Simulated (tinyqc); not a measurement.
Gated graphene, quantum capacitance: one step of the calculation.

phi is the Fermi level above the Dirac point, in volts; Vg is counted from the gate voltage of charge neutrality. Ideal linear bands, no charge puddles.

Question. New phi. N0 = (2/pi)(kB T/(hbar vF))^2; n = N0 F1(phi/Vt), p = N0 F1(-phi/Vt), F1(e) = int_0^infinity u du/(1 + exp(u - e)) = -Li2(-exp(e)); Cq = q d(n - p)/dphi = (q N0/Vt) ln[2 (1 + cosh(phi/Vt))]. Newton: f = phi + q (n - p + Dit phi)/Cox - Vg, phi(new) = phi - f/(1 + (Cq + q Dit)/Cox).

Inputs (values chosen for the exercise); values close to those of graphene: temperature T = 77 K; Fermi velocity vF = 1.12e6 m/s; density of traps Dit = 0 cm^-2 eV^-1; gate voltage Vg = -1.49 V.

Constants: q = 1.602176634e-19 C, kB = 1.380649e-23 J/K, hbar = 1.054571817e-34 J s, Vt = kB T/q. Results are converted to the units shown.

phi after iteration 2 = -0.41163442 V
Cox = 0.44074179 uF/cm^2

Find: n; p; Cq; f; phi after iteration 3.

Answer.

n = 5.892e-18 cm^-2
p = 9.933e12 cm^-2
Cq = 7.726 uF/cm^2
f = -2.532 V
phi after iteration 3 = -0.2750 V

tinyqc, about 0.01 s, one thread, Intel Xeon 2.30GHz (shared host): `OMP_NUM_THREADS=1 python tinyqc.py 2200043 2200044 out.jsonl`
